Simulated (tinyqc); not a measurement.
Inside a calculation: two-dimensional electron gas with Rashba and Dresselhaus coupling. Values are carried at full precision from step to step, so a last printed digit may differ when a step is redone from the rounded ones.

H = c k^2/m + al (ky sx - kx sy) + b1 (kx sx - ky sy) + gam kx ky (kx sy - ky sx), s the Pauli matrices, x = [100], c = hbar^2/2m0, b1 = gam (pi/L)^2 (hard walls). H = c k^2/m + B.s, so E = c k^2/m -/+ |B| and the lower state has its spin along -B.

Constants: hbar^2/2m0 = 3.80998211 eV angstrom^2; hbar = 6.58211957e-16 eV s.

Values chosen for the exercise (of the size met in InSb; shifted at random, so the results belong to these values and not to a real crystal):
- m = 0.0135 m0 (mass)
- al = 0.46 eV angstrom (Rashba constant)
- gam = 327.9 eV angstrom^3 (bulk Dresselhaus constant)
- L = 157 angstrom (width of the (001) well)
- n = 8 1e11/cm^2 (sheet density (one subband filled))
- phi = 75 degrees (angle of k from [100])

## Scales

b1; mean Fermi wave vector k0 = sqrt(2 pi n) (1e11/cm^2 = 1e-5/angstrom^2); E0 = c k0^2/m; b3 = gam k0^2/4; kR = al m/(2c) and ER = al kR/2, the shift and depth of a pure Rashba band.

b1 = 0.1313 eV angstrom
k0 = 0.02242 1/angstrom
E0 = 141.860 meV
b3 = 0.04121 eV angstrom
kR = 0.0008150 1/angstrom
ER = 0.1874 meV

The ratio al/(b1 - b3) is 5.11; kR is 3.6 % of k0.

## Spin-orbit field at one point of the Fermi circle

k = k0 (cos phi, sin phi). Form B, the splitting 2|B| and the direction of the lower spin, atan2(-By, -Bx).

Bx, By (meV): 9.8313  -5.2734

splitting = 22.3126 meV
direction of the lower spin = 151.8 degrees

## The matrix

H = [[E0, Bx - i By], [Bx + i By, E0]] in meV; diagonalise. Precession period h/(2|B|) = 2 pi hbar/(splitting).

H (meV):
```
                  up            down
up          141.8597  9.8313+5.2734i
down  9.8313-5.2734i        141.8597
```

levels (meV): 130.7034  153.0160

period = 0.185 ps

## The two wave vectors at the energy E0 along this direction

Solve c k^2/m -/+ |B(k)| = E0. The spin turns by (k_outer - k_inner) per length, so a half turn takes pi/(difference).

k (1/angstrom): outer 0.023313, inner 0.021551

difference = 0.001762 1/angstrom
length of a half turn = 178.3 nm

For linear terms alone the difference is (m/c)|B|/k, whatever the energy: every electron along this direction turns alike, the basis of the spin transistor. The cubic term makes it depend on density.

## Checks

- Difference of the Fermi wave vectors without Dresselhaus terms against al m/c: both 0.0016299.

(tinyqc, `OMP_NUM_THREADS=1 python tinyqc.py 1482160 1482161 out.jsonl`, Intel(R) Xeon(R) Processor @ 2.30GHz, 1 thread, shared host, about 0.01 s.)
